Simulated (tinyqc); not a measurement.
## Inductance and parasitic capacitance from two readings

Inverse problem. A loss-free coil L in parallel with C shows the apparent inductance L/(1 - w^2 L C), w = 2 pi f. Find L, C and the self-resonance 1/(2 pi sqrt(L C)).

apparent inductance at 14 and 22 GHz (nH): [1.1792078, 2.1670620]

Solution. The inverse of the reading is 1/L - w^2 C, a straight line in w^2.

L = 0.900 nH
C = 34.0 fF
self-resonance = 28.8 GHz

Computed by the program tinyqc: `OMP_NUM_THREADS=1 python tinyqc.py 2302083 2302084 out.jsonl`, one thread of a shared Intel Xeon 2.30GHz, about 0.01 s for the whole run.
